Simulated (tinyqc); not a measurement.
Course in time: spin coating of a resist or spin-on film: centrifugal thinning, evaporation and the final thickness (Emslie and Meyerhofer models). Computed by tinyqc, a small Python program. Command: `OMP_NUM_THREADS=1 python tinyqc.py 3112373 3112374 out.jsonl spincoat walk`. One thread of a shared host (Intel(R) Xeon(R) Processor @ 2.30GHz), about 0.09 s of CPU time with the checks.

A Newtonian film stays uniform over the wafer; solvent and solids have the same density and the concentration is uniform through the thickness.

Inputs (values chosen for the exercise, of the order of those of a polymer resist in an ester solvent): solids volume fraction c0 = 0.12; kinematic viscosity of the solvent nu_s = 1.8 mm^2/s; viscosity constant k = 600 mm^2/s; viscosity exponent gamma = 3.2; spin speed f = 1500 rpm; evaporation rate at 1000 rpm e0 = 0.51 micrometre/s; starting thickness h0 = 300 micrometre; wafer radius R = 50 mm; shrinkage in the bake = 13 %.

Method:
- omega = 2 pi f/60; nu(c) = nu_s + k c^gamma; evaporation rate e = e0 sqrt(f/1000 rpm).
- Flow constant K = 2 omega^2/(3 nu(c0)); Reynolds number of the air omega R^2/nu_air with nu_air = 15 mm^2/s.
- Meyerhofer estimate: flow rules until (1 - c0) K h^3 = e, then evaporation alone: h_w = (e/((1 - c0) K))^(1/3), dry film c0 h_w.
- Full model for solids s and liquid l per area, h = s + l, c = s/h: ds/dt = -c Q, dl/dt = -(1 - c) Q - e, Q = 2 omega^2 h^3/(3 nu(c)); integrated adaptively (relative tolerance 1e-9) until l = 0.
- Dry film = s at l = 0, before the bake; film after the bake = s x (1 - shrinkage).
- Times are fractions of the time to dry.

omega = 157.080 1/s

evaporation rate e = 0.624620 micrometre/s

dry film = 618.226 nm

dry film, estimate = 569.601 nm

History:
```
fraction   t (s)  h (micrometre)        c  nu (mm^2/s)         Q/e  s (nm)
0.003     0.0254          53.619  0.12002        2.479  1.6377e+03  6435.6
0.010     0.0845          29.690  0.12014        2.481  2.7780e+02  3567.1
0.030     0.2536          17.162  0.12074        2.492  5.3414e+01  2072.1
0.100     0.8454           9.284  0.12460        2.565  8.2153e+00  1156.8
0.200     1.6908           6.366  0.13369        2.759  2.4624e+00   851.0
0.350     2.9589           4.482  0.15542        3.352  7.0756e-01   696.7
0.500     4.2270           3.363  0.19078        4.791  2.0898e-01   641.5
0.700     5.9178           2.210  0.28087       12.112  2.3465e-02   620.7
0.900     7.6086           1.146  0.53934       84.997  4.6675e-04   618.3
```

What follows from these numbers?

Q/e drops below 1 between t = 1.7 and 3.0 s, when c has risen from 0.12 to about 0.155; after that row the solids fall by a further 11 %. The full model gives 1.09 times the two-stage estimate.
